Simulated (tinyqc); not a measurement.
Phonon transmission through an interface between two chains by Green functions: one step, computed by the program tinyqc.

Two semi-infinite chains (masses m_1, m_2; springs k_1, k_2), motion along the chain. The central region holds the end atom of each chain, joined by springs k_b. lambda = omega^2 in eV/(angstrom^2 u); nu = 15.6333042 THz x sqrt(lambda).

Problem. Band tops and impedances. nu_max = 15.6333042 THz x 2 sqrt(k/m); impedance Z = sqrt(k m); long-wave transmission 4 Z_1 Z_2/(Z_1 + Z_2)^2; the probe frequency is the given share of the lower band top.

Inputs (values chosen for the exercise, for two model chains): mass m_1 = 41.5 u; spring k_1 = 13 eV/angstrom^2; mass m_2 = 45.7 u; spring k_2 = 6.14 eV/angstrom^2; probe frequency / lower band top = 0.23.

Atoms in the interlayer: none.

Constants: nu for 1 eV/(angstrom^2 u) = 15.6333042 THz.

Give: band top of chain 1; band top of chain 2; Z_1; Z_2; long-wave transmission; probe frequency.

Solution.

band top of chain 1 = 17.500 THz

band top of chain 2 = 11.461 THz

Z_1 = 23.227 sqrt(eV u)/angstrom

Z_2 = 16.751 sqrt(eV u)/angstrom

long-wave transmission = 0.97376

probe frequency = 2.6359 THz
